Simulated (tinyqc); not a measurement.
Delta-doped layer in the Thomas-Fermi potential: one step. Estimate from a V-shaped well. Two cases, with inputs chosen for the exercise.

Question. Near z = 0 the well is -depth + e F0 |z|, whose levels are a (c (e F0)^2/m_z)^(1/3) with a = 1.018793 (even) and 2.338107 (odd); c = hbar^2/2m0, m_z = mz.

Constants: hbar^2/2m0 = 3.80998211 eV angstrom^2.

Give: levels 0 and 1.

Case 1.

Values chosen (out of a larger set: near those of a delta-doped layer in GaAs; not measured data): m3 = 0.07 m0 (density-of-states mass of a valley); mz = 0.07 m0 (mass along z).

e F0 = 0.001531126 eV/angstrom
depth = 0.091073 eV

Subbands:
```
label  valleys g  m_d (m0)     E (eV)  rms z (angstrom)
0              1  0.070000  -0.051220            38.333
1              1  0.070000  -0.016659           102.833
2              1  0.070000  -0.006271           188.445
3              1  0.070000  -0.001510           365.967
```

Answer.

levels 0 and 1 (eV): [-0.0398, 0.0266]

Level 0 comes out 11 meV too high, since screening flattens the true well away from the plane, and level 1 lands above the rim at 0.

Case 2.

Values chosen (out of a larger set: near those of a delta-doped layer in GaAs; not measured data): m3 = 0.067 m0 (density-of-states mass of a valley); mz = 0.067 m0 (mass along z).

e F0 = 0.005600873 eV/angstrom
depth = 0.260597 eV

Subbands:
```
label  valleys g  m_d (m0)     E (eV)  rms z (angstrom)
0              1  0.067000  -0.160718            24.000
1              1  0.067000  -0.067205            59.703
2              1  0.067000  -0.032863           101.558
3              1  0.067000  -0.013209           168.200
4              1  0.067000  -0.004917           264.363
```

Answer.

levels 0 and 1 (eV): [-0.1370, 0.0230]

Level 0 comes out 24 meV too high, since screening flattens the true well away from the plane, and level 1 lands above the rim at 0.

Computed by tinyqc, one run a case: `OMP_NUM_THREADS=1 python tinyqc.py N N+1 out.jsonl` with N = 1251030, 1251588; one thread of a shared Intel(R) Xeon(R) Processor @ 2.30GHz, about 0.09 s a run at most.
